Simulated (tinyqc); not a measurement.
Worked calculation: Cahn-Hilliard equation on a periodic one-dimensional grid. Computed by tinyqc, a small Python program that keeps every step. Command: `OMP_NUM_THREADS=1 python tinyqc.py 3026895 3026896 out.jsonl cahn walk`. One thread of a shared host (Intel(R) Xeon(R) Processor @ 2.30GHz), about 0.1 s of CPU time with the checks. Intermediate numbers are printed to about 6 digits and carried at full precision; extremes and crossings named in words are read from the listed rows.

Free energy F = h sum_j [A (c_j^2 - 1)^2/4 + (kappa/2) ((c_(j+1) - c_j)/h)^2]; dc/dt = Lap(mu), mu = A (c^3 - c) - kappa Lap(c), Lap(y)_j = (y_(j+1) - 2 y_j + y_(j-1))/h^2, mobility 1; the grid has n = 16 points.

Inputs (values chosen for the exercise, in reduced units):

| quantity | value | unit |
|---|---|---|
| spacing h | 1 | - |
| well depth A | 1.6 | - |
| gradient coefficient kappa | 1.2 | - |
| mean composition c0 | -0.05 | - |
| noise amplitude | 0.02 | - |
| time step dt | 0.035 | - |
| end time | 100 | - |

Scheme: explicit Euler.

## Linear stability

f'' = A (3 c0^2 - 1). Mode m has lambda_m = (4/h^2) sin^2(pi m/n) and the rate w_m = -lambda_m (f'' + kappa lambda_m). In the continuum the fastest wavelength is 2 pi sqrt(2 kappa/|f''|) with the rate f''^2/(4 kappa). Explicit steps near c = +-1, where f'' = 2A, are stable for dt < 2/(16 kappa/h^4 + 8 A/h^2).

f'' = -1.588

Modes of the grid:

| m | lambda_m | w_m |
|---|---|---|
| 1 | 0.15224 | 0.2139 |
| 2 | 0.58579 | 0.5185 |
| 3 | 1.23463 | 0.1314 |
| 4 | 2.00000 | -1.6240 |
| 5 | 2.76537 | -4.7853 |
| 6 | 3.41421 | -8.5665 |
| 7 | 3.84776 | -11.6561 |
| 8 | 4.00000 | -12.8480 |

fastest wavelength = 7.72432

largest rate = 0.525363

explicit limit of dt = 0.0625

3 mode(s) grow; the fastest on the grid is m = 2, while the box holds 2.07 fastest wavelengths. dt is 0.56 of the explicit limit.

## The first step

random numbers: 0.383  -0.174  -0.978  -0.571  -0.043  0.926  0.810  0.097  -0.113  -0.527  -0.552  0.699  -0.565  -0.304  -0.099  0.315

Start: c_j = c0 + amplitude x (z_j - mean of z). c(new) = c + dt Lap(mu).

c at the start: -0.04147  -0.05261  -0.06869  -0.06055  -0.04999  -0.03061  -0.03293  -0.04719  -0.05139  -0.05967  -0.06017  -0.03515  -0.06043  -0.05521  -0.05111  -0.04283

mu at the start: 0.081238  0.089871  0.080321  0.093621  0.069200  0.074970  0.066959  0.063264  0.086903  0.085796  0.065299  0.116531  0.059735  0.089411  0.076546  0.076706

c after one step: -0.0413264  -0.0532464  -0.0678903  -0.0618702  -0.0489333  -0.0310923  -0.0327789  -0.0462333  -0.0522561  -0.0603486  -0.0576595  -0.0389309  -0.0574035  -0.0566989  -0.0506542  -0.0426770

F at the start = 6.36816

F after one step = 6.36790

## The run

Run to the end time; break off if |c| exceeds 3 or F has risen by more than 1e-9 in more than 30 steps. Domains = stretches with c > c0.

Course:

| step | t | F | min c | max c | domains |
|---|---|---|---|---|---|
| 0 | 0.000 | 6.36816 | -0.068690 | -0.030610 | 3 |
| 57 | 1.995 | 6.36588 | -0.082658 | -0.012637 | 2 |
| 143 | 5.005 | 6.32522 | -0.171165 | 0.082848 | 2 |
| 286 | 10.010 | 5.09666 | -0.740705 | 0.703516 | 2 |
| 429 | 15.015 | 4.99352 | -0.850924 | 0.819815 | 2 |
| 571 | 19.985 | 4.99204 | -0.851310 | 0.822087 | 2 |
| 857 | 29.995 | 4.98621 | -0.850252 | 0.824479 | 2 |
| 1143 | 40.005 | 4.97752 | -0.851104 | 0.824819 | 2 |
| 1571 | 54.985 | 4.96956 | -0.852633 | 0.823146 | 2 |
| 2000 | 70.000 | 4.96646 | -0.854944 | 0.825900 | 2 |
| 2428 | 84.980 | 4.96235 | -0.858960 | 0.834992 | 2 |
| 2857 | 99.995 | 4.95005 | -0.865244 | 0.851257 | 2 |

c at the end: -0.111677  -0.702464  -0.865244  -0.772331  -0.285608  0.540147  0.851257  0.848201  0.528047  -0.298856  -0.763741  -0.811035  -0.502510  0.284137  0.690137  0.571541

F at the end = 4.95005

steps in which F rose = 0

F never rises by more than 1e-9 in a step. The count of domains goes from 3 in the noise to 2 at the end, and c spans -0.865 to 0.851.

## Interfaces

Continuum wall between c = -1 and +1: c = tanh(x/w), w = sqrt(2 kappa/A), energy s = (2/3) sqrt(2 kappa A). With two walls per domain, the estimate of F at the end is 2 x domains x s. Volume fraction of the +1 phase by the lever rule: (1 + c0)/2.

wall half width w = 1.22474

wall energy s = 1.30639

estimate of F = 5.22558

volume fraction = 0.475

w/h = 1.22474

The run ends at F = 4.9501, 0.95 of the estimate: close to it, but the extremes of c are -0.865 and 0.851.

Checks made by the program: conservation of the mean (relative difference below 1e-10).
